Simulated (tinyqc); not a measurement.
Oxidation of curved silicon (wires and holes): cylindrical Deal-Grove kinetics with stress-retarded reaction. Inputs raised by 10 %, one at a time. Computed by tinyqc, a small Python program. Command: `OMP_NUM_THREADS=1 python tinyqc.py 3005003 3005004 out.jsonl wireox sens`. One thread of a shared host (Intel(R) Xeon(R) Processor @ 2.30GHz), about 0.2 s of CPU time with the checks.

Silicon fills r < a and oxide a < r < b. One volume of silicon gives 2.25 volumes of oxide, and the length is fixed.

Inputs (values chosen for the exercise, close to those used for silicon in dry oxygen):
```
quantity                       value        unit
prefactor B0                     777      um^2/h
activation energy E_B           1.22          eV
prefactor (B/A)0            4.26e+06        um/h
activation energy E_A           2.01          eV
starting silicon radius a0        35          nm
starting oxide x_i                 1          nm
viscosity prefactor eta0     4.6e-09        Pa s
viscosity energy E_eta          5.44          eV
critical shear stress s_c         86         MPa
activation volume V_k            9.5  angstrom^3
temperature T                   1025           C
time t                           1.9           h
```

Shape: wire (convex).

Constants: k_B = 8.617333262e-05 eV/K.

Method:
- B = B0 exp(-E_B/(k_B T)), B/A = (B/A)0 exp(-E_A/(k_B T)), eta = eta0 exp(E_eta/(k_B T)); 1 um = 1000 nm.
- Temperatures in kelvin are T(C) + 273.15.
- Geometry: b^2 = b0^2 + 1.25 (a0^2 - a^2), b0 = a0 + x_i.
- Rate of oxide made per interface area: q = 1/[1/k + 2 a |ln(b/a)|/B], and |da/dt| = q/2.25. Reaction k = (B/A) exp(-sigma V_k/(k_B T)). New oxide pushes the old with radial speed u = 1.25 |da/dt| at r = a; the shear stress at radius r is s_c asinh(z a^2/r^2), z = 2 eta u/(a s_c) (Eyring flow), and the compressive normal stress at the interface is sigma = |int_a^b 2 s/r dr| = s_c |F(z) - F(z a^2/b^2)|, F(y) = int_0^y asinh(w)/w dw. q and sigma are solved together. 1 MPa angstrom^3 = 6.241509e-6 eV.
- Integrate da/dt adaptively (tolerance 1e-8); a wire counts as consumed at a = 0.5 nm and a hole as closed at b = 0.5 nm. Planar reference: x^2 + A x = B t + x_i^2 + A x_i, A = B/(B/A).

Runs; columns: (1) input moved; (2) from; (3) to; (4) oxide thickness (nm); (5) silicon radius a (nm); (6) normal stress at time t (MPa); (7) ratio to the planar thickness:
```
(1)                                     (2)       (3)     (4)     (5)     (6)      (7)
base run                                  -         -  52.524  0.6433  2289.5  0.58278
prefactor B0 (um^2/h)                   777     854.7  52.628  0.5404  2373.4  0.57157
starting silicon radius a0 (nm)          35      38.5  55.659  2.6856  1627.7  0.61757
viscosity prefactor eta0 (Pa s)     4.6e-09  5.06e-09  52.355  0.8091  2223.7  0.58091
critical shear stress s_c (MPa)          86      94.6  52.086  1.0724  2158.0  0.57793
activation volume V_k (angstrom^3)      9.5     10.45  51.896  1.2576  1930.5  0.57582
```

Exponents ln(y'/y) / ln(x'/x):
```
input                       oxide thickness  silicon radius a  normal stress at time t  ratio to the planar thickness
prefactor B0                          0.021            -1.828                    0.378                         -0.204
starting silicon radius a0            0.608            14.995                   -3.579                          0.608
viscosity prefactor eta0             -0.034             2.407                   -0.306                         -0.034
critical shear stress s_c            -0.088             5.362                   -0.620                         -0.088
activation volume V_k                -0.126             7.034                   -1.789                         -0.126
```

To which inputs is each result most sensitive?

Among the inputs moved here: oxide thickness answers most in size to starting silicon radius a0 (exponent +0.608), next to activation volume V_k (-0.126). Silicon radius a answers most in size to starting silicon radius a0 (exponent +14.995), next to activation volume V_k (+7.034). Normal stress at time t answers most in size to starting silicon radius a0 (exponent -3.579), next to activation volume V_k (-1.789). Ratio to the planar thickness answers most in size to starting silicon radius a0 (exponent +0.608), next to prefactor B0 (-0.204).

Caution (rows base run, prefactor B0, viscosity prefactor eta0, critical shear stress s_c, activation volume V_k): a core of one or two nanometres is at the limit of a continuum model. Caution (all rows): a normal stress above about 1.5 GPa lies beyond the range of a viscous flow law. Caution (all rows): the oxide is taken as a purely viscous fluid in steady flow; elasticity, stress-dependent diffusion and thin-oxide enhancement are left out.
